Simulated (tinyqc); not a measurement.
Conduction-band offset of an n-N heterojunction from carrier-profile moments: one step of the calculation.

Layer 1 (x < 0) accumulates electrons and layer 2 (x > 0) is depleted. Boltzmann statistics. The bands bend down by V1 in layer 1 and up by V2 in layer 2, with V1 + V2 = VD = dE + Vt ln[(N2/Nc2)/(N1/Nc1)].

Task. Offset from the moments. A C-V profile smears n(x) but keeps its zeroth and first moments: si = -int (N - n) dx, VD = (q/(eps0 eps_r)) int (N - n) x dx, dE = VD - Vt ln[(N2/Nc2)/(N1/Nc1)]. Use the trapezoidal rule on each side.

Parameters, values chosen for the exercise; values of the order of III-V alloys:

| symbol | value | unit | meaning |
|---|---|---|---|
| T | 300 | K | temperature |
| eps_r | 11.7 |  | relative permittivity of both layers |
| Nc1 | 3.2e17 | cm^-3 | density of states of the narrow-gap layer 1 |
| Nc2 | 9.8e17 | cm^-3 | density of states of the wide-gap layer 2 |
| dE | 0.17 | eV | conduction-band offset |
| N1 | 2.3e15 | cm^-3 | donor density in layer 1 |
| N2 | 1.1e16 | cm^-3 | donor density in layer 2 |
| si | -1.8e10 | cm^-2 | fixed charge at the interface |

Constants: q = 1.602176634e-19 C, kB = 1.380649e-23 J/K, Vt = kB T/q, eps0 = 8.8541878128e-14 F/cm where lengths are in cm. Results are converted to the units shown.

```
left point  -x (nm)  n in layer 1 (cm^-3)
0                 0            3.42357e16
1              1.97            3.08008e16
2                12            1.96722e16
3              34.3            1.01310e16
4              72.5            5.40112e15
5               129            3.46096e15
6               208            2.68581e15
7               310            2.40834e15
8               439            2.32329e15
9               597            2.30363e15
```

```
right point  x (nm)  n in layer 2 (cm^-3)
0                 0            1.46110e14
1              21.5            5.23178e14
2              52.9            2.01941e15
3              89.6            5.09100e15
4               130            8.18364e15
5               174            9.96464e15
6               221            1.06755e16
7               269            1.09039e16
8               321            1.09746e16
9               374            1.09935e16
```

Find: si; VD; dE.

Result.

si = -1.183e10 cm^-2
VD = 0.1806 V
dE = 0.1691 eV

On these few points dE comes out -0.90 meV from the true 0.17 eV, and si misses by 6.2e9 cm^-2, 6.6 % of Q1.

Numbers from tinyqc (`OMP_NUM_THREADS=1 python tinyqc.py 2410082 2410083 out.jsonl`; about 0.1 s on one thread of a shared Intel Xeon 2.30GHz).
